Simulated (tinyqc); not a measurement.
## Pinning of the barrier by interface states

Cowley-Sze model with the space charge neglected: phiB = S (phiM - chi) + (1 - S)(Eg - phi0), S = 1/(1 + q Dit dl/(eps0 ei)), dl in cm.

Parameters, values chosen for the exercise; band and dielectric values those of a made-up semiconductor:
- Eg = 0.806 eV (band gap)
- chi = 4.01 eV (electron affinity)
- dl = 0.3 nm (thickness of the interfacial layer)
- ei = 1 (relative permittivity of the interfacial layer)
- phi0 = 0.22 eV (neutral level above the valence band)
- phiM = 4.88 eV (metal work function)

Constants: q = 1.602176634e-19 C, eps0 = 8.8541878128e-14 F/cm where lengths are in cm. Results are converted to the units shown.

Results:
```
Dit (cm^-2 eV^-1)	S	phiB (eV)	change of phiB for 0.5 eV more work function (eV)
1e11	0.9946	0.8685	0.4973
3e11	0.9840	0.8654	0.4920
1e12	0.9485	0.8554	0.4743
3e12	0.8600	0.8302	0.4300
1e13	0.6481	0.7701	0.3241
3e13	0.3804	0.6940	0.1902
3e14	0.05785	0.6024	0.02893
1e15	0.01809	0.5911	0.009044
```

Estimate the missing row, Dit = 1e14 cm^-2 eV^-1.

Computed row:
```
Dit (cm^-2 eV^-1)	S	phiB (eV)	change of phiB for 0.5 eV more work function (eV)
1e14	0.1556	0.6302	0.07778
```

With this row back in the table: S falls from 0.995 to 0.0181, passing 1/2 at Dit = eps0 ei/(q dl) = 1.84e13 cm^-2 eV^-1. The barrier falls from 0.868 to 0.591 eV, from near the Schottky-Mott value phiM - chi = 0.870 eV towards the pinned value Eg - phi0 = 0.586 eV.

Program tinyqc, `OMP_NUM_THREADS=1 python tinyqc.py 2020044 2020045 out.jsonl`; Intel Xeon 2.30GHz, shared host, one thread, about 0.06 s.
